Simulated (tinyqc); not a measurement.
## Capacitances against the line height

Endless row of lines of width wl, height tl and space sl between grounded planes at distance hd; e2 fills the gaps beside the lines, e1 the rest. Laplace's equation is solved on meshes of 3, 6 and 12 steps per unit u and extrapolated (Aitken), which is good to about 0.2 %. C_even (all lines at 1 V) is the capacitance Cg to the planes; C_odd (neighbours in antiphase) = Cg + 4 Cc if only nearest neighbours couple, which defines Cc; total with quiet neighbours Cg + 2 Cc. Plate values 2 eps0 e1 wl/hd and eps0 e2 tl/sl.

Inputs (values chosen for the exercise):

| symbol | value | unit | meaning |
|---|---|---|---|
| e1 | 3.9 |  | relative permittivity above and below the lines |
| e2 | 2.4 |  | relative permittivity between the lines |
| wl | 4 | u | line width, in units u |
| sl | 6 | u | space between lines |
| hd | 8 | u | distance to each plane |

Constants: eps0 = 8.8541878128e-12 F/m. Results are converted to the units shown.

The same in every row: plate Cg (aF/um) = 34.5.

Capacitances against the line height:
```
tl (u),Cg (aF/um),Cc (aF/um),Cg + 2 Cc (aF/um),C_odd (aF/um),plate Cc (aF/um),"share of coupling, 2 Cc/(Cg + 2 Cc) (%)"
2,76.1,19.7,115,155,7.08,34.1
4,77.6,26.5,131,183,14.2,40.6
6,78.1,33.4,145,212,21.3,46.1
8,78.3,40.5,159,240,28.3,50.8
12,78.4,54.6,188,297,42.5,58.2
16,78.4,68.8,216,354,56.7,63.7
```

As tl goes from 2 to 16, Cg rises from 76.1 to 78.4 aF/um, Cc rises from 19.7 to 68.8 aF/um and the share of coupling rises from 34.1 to 63.7 %. Cg is 2.20 times its plate value in the first row and 2.27 times in the last; for Cc the ratios are 2.77 and 1.21. Neighbours in antiphase raise the load by a factor of 1.34 and 1.64 over quiet ones.

Program tinyqc, `OMP_NUM_THREADS=1 python tinyqc.py 2790187 2790188 out.jsonl`; Intel Xeon 2.30GHz, shared host, one thread, about 1 s.
